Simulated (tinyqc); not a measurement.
# MOSFET in saturation, small-signal circuit and noise: effect of the temperature on speed and noise

Bias by the inversion coefficient IC = I/Ispec (charge-based model with velocity saturation; weak inversion below 0.1, strong above 10). Common-source circuit: gm, gds, Cgs, Cgd and Cj at the inner nodes, Rg in series with the gate; quasi-static, no source or drain resistance, no gate-body capacitance, no substrate network, no induced gate noise, so fmax is an upper estimate.

Ispec = 2 n mu Cox (W/L) Vt^2, lc = Ls/L, gms = [sqrt((lc IC + 1)^2 + 4 IC) - 1]/[2 + lc (lc IC + 1)], gm = gms Ispec/(n Vt), gds = sg gm. qs = [sqrt(1 + 4 IC) - 1]/2, Cgs = Cox W L qs (2 qs + 3)/(3 (qs + 1)^2) + Cov W, Cgd = Cov W, Cd = Cj W, Rg = Rsh (Wf/L)/(12 Nf) + Rc/W with Nf = W/Wf fingers (not rounded) contacted at both ends. fT = gm/(2 pi (Cgs + Cgd)), fmax = fT/(2 sqrt(Rg (gds + 2 pi fT Cgd))). Channel noise Sid = 4 kB T gam n gm with gam = (1/2 + (2/3) qs)/(1 + qs) + gw lc IC, qs = [sqrt(1 + 4 IC) - 1]/2, lc = Ls/L (the last term an empirical rise with velocity saturation); at the gate, white noise Sw = Sid/gm^2 + 4 kB T Rg. Number fluctuation with correlated mobility: S(f) = K/f, K = q^2 Vt lt Nt/(W L Cox^2) (1 + ac mu Cox I/gm)^2, Vt in eV with Nt per eV. Corner fc = K/Sw. IC is held fixed, and so are mu, n, Ls and Nt.

Parameters, values chosen for the exercise: gate length L = 65 nm; total gate width W = 20 um; gate capacitance Cox = 1.95 uF/cm^2; mobility mu = 130 cm^2/(V s); slope factor n = 1.39; velocity-saturation length Ls = 10 nm; ratio gds/gm sg = 0.063; overlap and fringe capacitance per side Cov = 0.38 fF/um; drain junction capacitance Cj = 0.68 fF/um; sheet resistance of the gate Rsh = 8 ohm; finger width Wf = 2 um; gate contact and vertical resistance Rc = 50 ohm um; inversion coefficient IC = 19; short-channel excess of the noise factor gw = 0.04; oxide trap density Nt = 8.8e17 cm^-3 eV^-1; tunnelling length into the oxide lt = 0.1 nm; Coulomb scattering coefficient ac = 10000 V s/C.

Constants: q = 1.602176634e-19 C, kB = 1.380649e-23 J/K, Vt = kB T/q. Results are converted to the units shown.

The same in every row: Rg (ohm) = 4.551.

Effect of the temperature on speed and noise:
```
T (K),I (uA),fT (GHz),fmax (GHz),sqrt(Sw) (nV/Hz^0.5),fc (MHz)
100,305.9,23.43,146.9,1.152,41.01
150,688.4,35.15,179.9,1.157,70.37
200,1224,46.87,207.8,1.163,106.3
250,1912,58.58,232.3,1.168,149.3
300,2753,70.30,254.5,1.174,199.9
350,3748,82.02,274.9,1.179,258.4
400,4895,93.74,293.8,1.184,325.4
```

As T goes from 100 to 400 K, fT rises from 23.4 to 93.7 GHz, fmax rises from 147 to 294 GHz, the white noise rises from 1.15 to 1.18 nV/Hz^0.5 and the corner rises from 41.0 to 325 MHz. At fixed IC and mobility the current goes as T^2 and gm as T, which is why fT rises; a real mobility would fall with T. For T = 100 to 200 K fmax exceeds 4 fT, where channel resistance and substrate losses, left out here, would cap it. For T = 100 to 150 K band tails and dopant freeze-out, left out here, change n and the noise.

tinyqc, about 0.01 s, one thread, Intel Xeon 2.30GHz (shared host): `OMP_NUM_THREADS=1 python tinyqc.py 2150120 2150121 out.jsonl`
